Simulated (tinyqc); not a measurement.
Schottky barrier on an n-type semiconductor, non-linear Poisson equation by Newton steps: two steps of the calculation.

One dimension, metal at x = 0, donor density C(x) = Nd, uniform. Energies are counted from the electron Fermi level of the semiconductor and the conduction-band edge is Ec = -psi, so n = Nc exp(psi/Vt); holes follow the Fermi level of the metal, at -V, so p = Nv exp((V - psi - Eg)/Vt). Ends: psi(0) = V - phiB and psi = Vt ln(Nd/Nc) deep inside. Boltzmann statistics, full ionisation, no current, no image force in the Poisson equation.

Inputs (values chosen for the exercise); band and dielectric values close to those of gallium arsenide: temperature T = 400 K; band gap Eg = 1.4 eV; relative permittivity eps_r = 12.9; conduction-band density of states at T Nc = 6.85e17 cm^-3; valence-band density of states at T Nv = 1.39e19 cm^-3; donor density deep in the semiconductor Nd = 3.1e16 cm^-3; barrier height phiB = 0.98 eV; bias of the metal against the semiconductor V = 0.28 V.

Constants: q = 1.602176634e-19 C, kB = 1.380649e-23 J/K, Vt = kB T/q, eps0 = 8.8541878128e-14 F/cm where lengths are in cm. Results are converted to the units shown.

Question 1. End potentials, built-in voltage, Debye length. psi_0 = V - phiB, psi_b = Vt ln(Nd/Nc), Vbi = phiB - Vt ln(Nc/Nd), LD = sqrt(eps0 eps_r Vt/(q Nd)), W = sqrt(2 eps0 eps_r (Vbi - V)/(q Nd)), hole density at the metal p_0 = Nv exp((phiB - Eg)/Vt).

Wanted: psi_0; psi_b; Vbi; LD; W for uniform Nd; p_0.

Answer 1.

psi_0 = -0.7000 V
psi_b = -0.1067 V
Vbi = 0.8733 V
LD = 28.15 nm
W for uniform Nd = 165.2 nm
p_0 = 7.100e13 cm^-3

The hole density at the metal is 0.0023 times Nd, so holes hardly matter.

Question 2. Densities, residual and Jacobian diagonal. n_i = Nc exp(psi_i/Vt), p_i = Nv exp((V - psi_i - Eg)/Vt), rho_i = p_i - n_i + C_i, g_i = (n_i + p_i)/Vt. Box widths w_i = (h_(i-1) + h_i)/2 in cm. Residual F_i = a_i (psi_(i+1) - psi_i) - a_(i-1) (psi_i - psi_(i-1)) + q rho_i w_i; Jacobian: a_(i-1) and a_i beside the diagonal, b_i = -a_(i-1) - a_i - q g_i w_i on it. The two end nodes are fixed.

```
node  x (nm)  psi after iteration 1 (V)  donor density C (cm^-3)
0          0                -0.70000000                   3.1e16
1         18                -0.58044908                   3.1e16
2       39.6                -0.45532942                   3.1e16
3       65.4                -0.33215987                   3.1e16
4       96.3                -0.22233446                   3.1e16
5        133                -0.14445217                   3.1e16
6        178                -0.11493352                   3.1e16
7        231                -0.10831898                   3.1e16
8        294                -0.10692513                   3.1e16
9        370                -0.10672067                   3.1e16
10       461                -0.10669746                   3.1e16
```

coupling a_i, interval 0 to 9 (F/cm^2): [6.3455013e-7, 5.2879177e-7, 4.4270939e-7, 3.6964085e-7, 3.1122350e-7, 2.5382005e-7, 2.1550759e-7, 1.8130004e-7, 1.5028819e-7, 1.2551541e-7]

Wanted: n; p; residual F; diagonal b.

Answer 2.

```
node  n (cm^-3)  p (cm^-3)
0       1.038e9   7.100e13
1      3.329e10   2.213e12
2      1.255e12   5.869e10
3      4.474e13    1.647e9
4      1.082e15    6.807e7
5      1.037e16    7.106e6
6      2.441e16    3.018e6
7      2.958e16    2.491e6
8      3.080e16    2.392e6
9      3.098e16    2.378e6
10     3.100e16    2.377e6
```

```
node  residual F (1e-9 C/cm^2)  diagonal b (F/cm^2)
1                        0.136            -1.163e-6
2                        0.137            -9.715e-7
3                        0.128            -8.129e-7
4                       -0.156            -6.979e-7
5                       -3.243            -7.619e-7
6                       -0.894            -1.025e-6
7                        0.151            -1.194e-6
8                        0.005            -1.326e-6
9                        0.000            -1.478e-6
```

Program tinyqc, `OMP_NUM_THREADS=1 python tinyqc.py 2020139 2020140 out.jsonl`; Intel Xeon 2.30GHz, shared host, one thread, about 0.06 s.
